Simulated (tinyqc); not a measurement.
Undoped gate-all-around wire MOSFET, analytic charge model: one step of the calculation.

An undoped round wire of radius R under an insulator shell and a surrounding gate; long channel, electrons only, n = ni exp((psi - V)/Vt) with V the quasi-Fermi potential (0 at the source, Vd at the drain), constant mobility, no quantisation. The radial Poisson equation gives n(r) = n(0)/(1 - (1 - b) r^2/R^2)^2 with b = Q0/(Q + Q0). Q is the electron charge per area of the wire surface.

Problem. Drain current and line charge. Q solves Vg - V0 - V = Q/Cox + Vt ln(Q/Q0) + Vt ln(1 + Q/Q0). I = mu (2 pi R/L)[2 Vt (Qs - Qd) + (Qs^2 - Qd^2)/(2 Cox) + Vt Q0 ln((Qd + Q0)/(Qs + Q0))], with Qs at V = 0 and Qd at V = Vd. Electrons per length at the source: 2 pi R Qs/q; surface over centre density: (1 + Qs/Q0)^2.

Inputs (values chosen for the exercise); material values close to those of germanium:
- T = 300 K (temperature)
- R = 20 nm (wire radius)
- mu = 170 cm^2/(V s) (channel mobility)
- L = 2 um (gate length)
- Vd = 0.3 V (drain voltage)

Constants: q = 1.602176634e-19 C, kB = 1.380649e-23 J/K, Vt = kB T/q. Results are converted to the units shown.

Qs = 1796.1012 nC/cm^2
Qd = 642.76338 nC/cm^2
Cox = 4.6388522 uF/cm^2
Q0 = 73.247508 nC/cm^2

Give: first term; second term; third term; I; electrons per length; surface over centre density.

Solution.

first term = 0.63696 uA
second term = 3.2384 uA
third term = -0.019410 uA
I = 3.8560 uA
electrons per length = 14.087 1/nm
surface over centre density = 651.32

The square-law term makes up 84.0 % of the current.

Computed by the program tinyqc: `OMP_NUM_THREADS=1 python tinyqc.py 2460049 2460050 out.jsonl`, one thread of a shared Intel Xeon 2.30GHz, about 0.02 s for the whole run.
